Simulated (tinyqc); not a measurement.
Inside a calculation. Method: one-electron ion in a basis of Gaussians. Computed by tinyqc, a small Python program that keeps every step. Settings: Z = 1, l = 2. Command: `OMP_NUM_THREADS=1 python tinyqc.py 29360 29361 out.jsonl` (the two numbers bound the seeds that draw the settings). One thread of a shared host (Intel(R) Xeon(R) Processor @ 2.60GHz), about 0.01 s of CPU time with the checks.

## Matrices over normalised Gaussians

exponents of r^l exp(-a r^2) (1/bohr^2): 0.00313  0.00709

Z = 1

l = 2

With p = a_i + a_j and I(k) = Gamma((k+1)/2) / (2 p^((k+1)/2)): S = I(2l+2), T = (2l+3) a_i a_j S / p, V = -Z I(2l+1), each divided by sqrt(S_ii S_jj).

S:
```
         1        2
1  1.00000  0.75268
2  0.75268  1.00000
```

T (hartree):
```
         1        2
1  0.01097  0.01145
2  0.01145  0.02483
```

V (hartree):
```
          1         2
1  -0.04765  -0.04581
2  -0.04581  -0.07168
```

## Generalised eigenproblem

H = T + V (hartree):
```
          1         2
1  -0.03668  -0.03436
2  -0.03436  -0.04685
```

Solve H C = S C e through S^(-1/2); each column has its largest component positive (the first on a tie).

eigenvalues of S: 0.24732  1.75268

eigenvalues (hartree): -0.04695  -0.02644

coefficients:
```
          1         2
1  -0.10253   1.51541
2   1.07489  -1.07312
```

For Z = 1 and l = 2 the exact lowest level is -Z^2/(2 n^2) with n = l + 1: -0.055556 hartree.
